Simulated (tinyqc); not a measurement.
Polytypes and stacking faults of a tetrahedral semiconductor in an axial Ising model with couplings up to third neighbours: one step, computed by the program tinyqc.

Each double layer has s = +1 or -1 for the sense of its stacking step; E per pair of atoms = E0 - sum_n J_n <s_i s_(i+n)>, n = 1, 2, 3. Hexagonality h = (1 - <s_i s_(i+1)>)/2.

Task: Back from three energies to J1, J2, J3. With d2, d4, d6 the energies of 2H, 4H, 6H over 3C: d2 = 2 J1 + 2 J3, d4 = J1 + 2 J2 + J3, d6 = (2/3) J1 + (4/3) J2 + 2 J3, so J2 = (d4 - d2/2)/2, J3 = (3/4)(d6 - (2/3) d4), J1 = d2/2 - J3.

E(2H) - E(3C) = 3.38 meV/pair

E(6H) - E(3C) = -3.886667 meV/pair

E(4H) - E(3C) = -5.13 meV/pair

Give: J1 recovered; J2 recovered; J3 recovered.

Result:

J1 recovered = 2.04 meV/pair

J2 recovered = -3.41 meV/pair

J3 recovered = -0.35000 meV/pair
